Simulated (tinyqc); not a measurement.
Which input was changed? Model: physical sputtering: collision-cascade yield, angular dependence, faceting and resputtering in deposition. Computed by tinyqc, a small Python program. Command: `OMP_NUM_THREADS=1 python tinyqc.py 3010313 3010314 out.jsonl sputter which`. One thread of a shared host (Intel(R) Xeon(R) Processor @ 2.30GHz), about 0.03 s of CPU time with the checks.

Ions start collision cascades; atoms that reach the surface with more than U leave. The target is amorphous or fine-grained.

Inputs (values chosen for the exercise, modelled on gallium ions on aluminium): ion Z1 = 31; ion mass M1 = 69.7 u; target Z2 = 13; target mass M2 = 26.98 u; surface binding energy U = 3.39 eV; target density N = 60.2 1/nm^3; fit factor Q = 1; ion energy E = 1200 eV; current density J = 0.15 mA/cm^2.

Constants: e = 1.602176634e-19 C.

Method. gamma = 4 M1 M2/(M1 + M2)^2; threshold E_th = 6.7 U/gamma for M1 >= M2, else U (1 + 5.7 M1/M2)/gamma. eps = 0.03255 M2 E/(Z1 Z2 (M1 + M2) z), z = (Z1^(2/3) + Z2^(2/3))^(1/2), E in eV; s_n = 3.441 sqrt(eps) ln(eps + 2.718)/(1 + 6.355 sqrt(eps) + eps (6.882 sqrt(eps) - 1.708)); S_n = 84.78 Z1 Z2 M1 s_n/((M1 + M2) z) in eV angstrom^2; alpha = 0.249 (M2/M1)^0.56 + 0.0035 (M2/M1)^1.5 for M1 <= M2, else 0.0875 (M2/M1)^(-0.15) + 0.165 M2/M1; Y0 = 0.042 Q alpha S_n/U [1 - sqrt(E_th/E)]^2.5 (the electronic-loss factor of the full formula is dropped). Erosion rate = Y0 J/(e N); 1 cm^2 = 1e14 nm^2.

Question. One of these inputs alone was changed, within the range given: ion energy E (600 to 2400); surface binding energy U (1.695 to 6.78); ion mass M1 (34.85 to 139.4); current density J (0.075 to 0.3). Which one, and to what value?

Results:
```
run     threshold E_th (eV)  erosion rate (nm/min)  yield Y0 (atoms per ion)
before             28.22364               14.85978                  1.592490
after              39.13012                9.87729                  1.058528
```

Answer.

Each candidate set to reproduce threshold E_th, and what it then gives:
```
candidate                      range searched  value needed  erosion rate (nm/min)  yield Y0 (atoms per ion)
ion energy E (eV)                 600 to 2400     no effect                      -                         -
surface binding energy U (eV)   1.695 to 6.78         4.700                  9.877                    1.0585
ion mass M1 (u)                34.85 to 139.4         126.2                 11.797                    1.2643
current density J (mA/cm^2)      0.075 to 0.3     no effect                      -                         -
```

Only surface binding energy U fits every result: it went from 3.39 to 4.70 eV. The next best candidate, ion mass M1, misses one result by 19 %.
